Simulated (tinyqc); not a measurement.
# Short-channel transistor, virtual-source model with series resistance: effects of single changes

The current per gate width is the charge at the top of the source barrier (the virtual source) times its velocity times a saturation function; al and be are fitting constants of the model. Units: I in uA/um, Rs in ohm um, so I Rs = 1e-6 I Rs in volts; Q in uC/cm^2, so I = 1e-4 Q vx0 Fsat with vx0 in cm/s.

Inputs (values chosen for the exercise):
```
symbol,value,unit,meaning
T,300,K,temperature
Cinv,1.95,uF/cm^2,inversion capacitance
vx0,1.64e7,cm/s,velocity at the virtual source
mu,310,cm^2/(V s),apparent mobility
L,16,nm,channel length
VT0,0.37,V,threshold at zero drain voltage
dl,0.153,V/V,drain-induced barrier lowering
n0,1.37,,subthreshold factor
nd,0,1/V,growth of n with drain voltage
al,3.5,,threshold shift (in units of Vt) from weak to strong inversion
be,1.4,,sharpness of saturation
Rs,30,ohm um,series resistance of each contact
```

Constants: q = 1.602176634e-19 C, kB = 1.380649e-23 J/K, Vt = kB T/q. Results are converted to the units shown.

Each table varies one quantity; the others keep the values above.

## Effect of the drain-induced barrier lowering on the on and off currents

Intrinsic voltages Vg' = Vgs - I Rs, Vd' = Vds - 2 I Rs. n = n0 + nd Vd', VT = VT0 - dl Vd', Ff = 1/(1 + exp((Vg' - VT + al Vt/2)/(al Vt))), Q = Cinv n Vt ln(1 + exp((Vg' - VT + al Vt Ff)/(n Vt))), Vdsat = (vx0 L/mu)(1 - Ff) + Vt Ff, Fsat = u/(1 + u^be)^(1/be) with u = Vd'/Vdsat, and I = Q vx0 Fsat per width. I is solved self-consistently. Ion is I at Vgs = Vds = 0.75 V, Ioff at Vgs = 0, Vds = 0.75 V, and Rlin = Vds/I at Vgs = 0.75 V, Vds = 0.05 V.

Results:

| dl (V/V) | Ion (uA/um) | Ioff (nA/um) | log10(Ion/Ioff) | Rlin (ohm um) |
|---|---|---|---|---|
| 0 | 1075.5 | 39.234 | 4.4379 | 141.99 |
| 0.08 | 1225.8 | 200.53 | 3.7863 | 141.47 |
| 0.12 | 1299.7 | 445.28 | 3.4652 | 141.21 |
| 0.16 | 1372.7 | 971.74 | 3.1500 | 140.95 |
| 0.2 | 1444.7 | 2072.8 | 2.8432 | 140.70 |
| 0.24 | 1515.8 | 4292.3 | 2.5480 | 140.45 |
| 0.28 | 1586.1 | 8559.1 | 2.2679 | 140.20 |

Estimate the missing row, dl = 0.04 V/V.

Computed row:

| dl (V/V) | Ion (uA/um) | Ioff (nA/um) | log10(Ion/Ioff) | Rlin (ohm um) |
|---|---|---|---|---|
| 0.04 | 1151.1 | 89.131 | 4.1111 | 141.73 |

With this row back in the table: As dl goes from 0 to 0.28 V/V, Ion rises from 1080 to 1590 uA/um, Ioff rises from 39.2 to 8560 nA/um and Rlin falls from 142 to 140 ohm um. Ion changes by a factor of 1.47 and Ioff by 218. The off current depends on it through an exponential, the on current about linearly. For dl = 0.2 to 0.28 V/V the off current passes 1 uA/um, so the device is hardly off at Vgs = 0.

## Transfer curves at low and high drain voltage

Same model as above.

Columns for Vds = 0.05 V and 0.75 V; gm = dI/dVgs at 0.75 V.

Transfer curves at low and high drain voltage:

| Vgs (V) | I, low Vds (uA/um) | I, high Vds (uA/um) | gm (uS/um) |
|---|---|---|---|
| 0 | 0.037667 | 0.84895 | 21.901 |
| 0.09 | 0.41161 | 7.6184 | 172.05 |
| 0.19 | 4.5469 | 54.102 | 876.80 |
| 0.28 | 25.219 | 175.23 | 1784.5 |
| 0.38 | 85.566 | 386.64 | 2361.0 |
| 0.47 | 158.16 | 610.14 | 2575.7 |
| 0.56 | 229.44 | 846.67 | 2667.5 |
| 0.66 | 300.13 | 1115.7 | 2707.0 |
| 0.75 | 354.62 | 1360.0 | 2717.8 |

What does the comparison show?

At Vds = 0.75 V the current spans 3.2 decades, from 0.849 to 1360 uA/um. Between the first two rows the swing is 94.4 mV a decade, against n Vt ln 10 = 81.6. At Vgs = 0 the higher drain voltage raises the current by a factor of 22.5, at Vgs = 0.75 V by 3.84. The transconductance rises from 21.9 to 2720 uS/um; Cinv vx0, its value in strong inversion and saturation without series resistance, is 3200 uS/um.

## Effect of the channel length on the on and off currents

Same model as above.

mu, vx0, VT0, dl and n0 are held fixed.

Result of one run:

| L (nm) | Ion (uA/um) | Ioff (nA/um) | log10(Ion/Ioff) | Rlin (ohm um) |
|---|---|---|---|---|
| 130 | 902.93 | 828.12 | 3.0376 | 622.38 |

What becomes of these results when the channel length L is changed from 130 to 200 nm, all else the same?

Result of the changed run:

| L (nm) | Ion (uA/um) | Ioff (nA/um) | log10(Ion/Ioff) | Rlin (ohm um) |
|---|---|---|---|---|
| 200 | 724.28 | 812.82 | 2.9499 | 917.18 |

The whole series:

| L (nm) | Ion (uA/um) | Ioff (nA/um) | log10(Ion/Ioff) | Rlin (ohm um) |
|---|---|---|---|---|
| 10 | 1382.2 | 849.82 | 3.2112 | 114.27 |
| 15 | 1363.9 | 849.10 | 3.2058 | 136.61 |
| 24 | 1326.7 | 847.74 | 3.1945 | 175.58 |
| 36 | 1273.2 | 845.83 | 3.1776 | 226.63 |
| 55 | 1187.0 | 842.62 | 3.1488 | 306.80 |
| 85 | 1060.5 | 837.12 | 3.1027 | 433.04 |
| 130 | 902.93 | 828.12 | 3.0376 | 622.38 |
| 200 | 724.28 | 812.82 | 2.9499 | 917.18 |

As L goes from 10 to 200 nm, Ion falls from 1380 to 724 uA/um, Ioff falls from 850 to 813 nA/um and Rlin rises from 114 to 917 ohm um. Ion changes by a factor of 0.524 and Ioff by 0.956. At L = 200 nm the channel is long for this model, whose fixed vx0 belongs to short devices.

tinyqc, about 0.02 s, one thread, Intel Xeon 2.30GHz (shared host): `OMP_NUM_THREADS=1 python tinyqc.py 2380166 2380167 out.jsonl`
